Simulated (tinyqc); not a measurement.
Inside a calculation. Method: Pariser-Parr-Pople SCF with singles CI, for the molecule [CH2+]c1cccnc1 (SMILES; centres numbered as the heavy atoms are written). One step of it, computed by the program tinyqc.

Task: Iteration 3: orbitals and new P. Diagonalise F (the basis is taken as orthonormal) and form P = 2 sum c c over the lowest orbitals.

F (eV), lower triangle:
```
,1C,2C,3C,4C,5C,6N,7C
1C,-9.984856
2C,-4.337253,-10.620497
3C,-0.488257,-3.633642,-9.835284
4C,0.200376,0.005912,-4.356037,-9.643719
5C,0.360281,0.330199,-0.472268,-4.000410,-9.153917
6N,0.183241,0.045543,0.465644,-0.019079,-4.184183,-11.807752
7C,-0.593154,-3.634404,0.298011,0.482227,-0.218881,-4.463393,-9.582540
```

pi electrons, sum of z_r less the charge = 6

Give: orbital energies; P after iteration 3.

Result:

orbital energies (eV): -18.487  -16.023  -15.029  -8.611  -5.481  -4.710  -2.289

P after iteration 3, lower triangle:
```
,1C,2C,3C,4C,5C,6N,7C
1C,0.556
2C,0.733,1.019
3C,0.249,0.461,0.831
4C,-0.140,-0.004,0.738,0.965
5C,-0.273,-0.187,0.247,0.600,0.712
6N,-0.124,-0.026,-0.259,0.007,0.611,1.186
7C,0.307,0.463,-0.153,-0.271,0.117,0.714,0.732
```
